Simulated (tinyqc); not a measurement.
Two branches across an indirect gap: complex band structure along [001] in sp3s* tight binding.

For k = (0, 0, kz) the phase sums are g0 = cos(phi) and g3 = i sin(phi), phi = kz a/4, and the s, pz, s* orbitals of anion (a) and cation (c) decouple from px, py. With z = exp(i phi), H(z) = H0 + z T + T^T/z for any complex z. H0 is diagonal (Esa, Epa, Exa, Esc, Epc, Exc). The anion-cation block is B(z) = z U + W/z and the cation-anion block z W^T + U^T/z, where U has Vss/2 (s,s), Vsapc/2 (s,z), -Vscpa/2 (z,s), Vxx/2 (z,z), Vxapc/2 (s*,z), -Vpaxc/2 (z,s*), and W has the same values with the s-z and s*-z signs reversed. |z| = 1 is a band state, |z| < 1 decays along [001] as exp(-kappa d) over a distance d, kappa = -(4/a) ln|z|. No spin-orbit coupling.

Values chosen for the exercise (out of a larger set: near a published set for Si, fitted to gaps, whose masses and valley positions are rough (light masses up to twice too heavy); not measured data):
```
symbol  value                                                                                           unit      meaning
p       (-4.211, 1.709, -4.211, 1.709, 6.693, 6.693, -8.296, 1.716, 4.588, 5.743, 5.743, 5.381, 5.381)  eV        order Esa, Epa, Esc, Epc, Exa, Exc, Vss, Vxx, Vxy, Vsapc, Vscpa, Vxapc, Vpaxc
a       5.427                                                                                           angstrom  lattice constant
Eg      1.18                                                                                            eV        top of the energy range, the indirect gap
```

Ev = -0.00700 eV

The smallest kappa with Re kz = 0 and the smallest with Re kz > 0, at energies E from Ev; a dash: no such root.

Decay constants:
```
E/Eg  E (eV)  kappa at Gamma (1/angstrom)  kappa off Gamma (1/angstrom)  its Re kz (2 pi/a)
0.05  0.0590                       0.0524                        0.4456               0.721
0.20  0.2360                       0.1030                        0.4118               0.723
0.35  0.4130                       0.1338                        0.3739               0.724
0.50  0.5900                       0.1569                        0.3303               0.725
0.65  0.7670                       0.1754                        0.2784               0.727
0.80  0.9440                       0.1906                        0.2121               0.728
0.90  1.0620                       0.1993                        0.1506               0.729
0.97  1.1446                       0.2047                        0.0824               0.730
```

How do the results move, and what explains it?

The branch from the valence band at Gamma decays more slowly below E/Eg of about 0.83, and the branch from the conduction valley above. The two differ in Re kz, so passing from one to the other needs kz from an abrupt interface, a steep field, a phonon or a defect. Valleys off the [001] axis, such as L, are not seen on these branches.

Computed by tinyqc, a small Python program: `OMP_NUM_THREADS=1 python tinyqc.py 1452837 1452838 out.jsonl` (the numbers bound the seed that draws the inputs); one thread of a shared host (Intel(R) Xeon(R) Processor @ 2.30GHz), about 0.01 s for the whole set of steps.
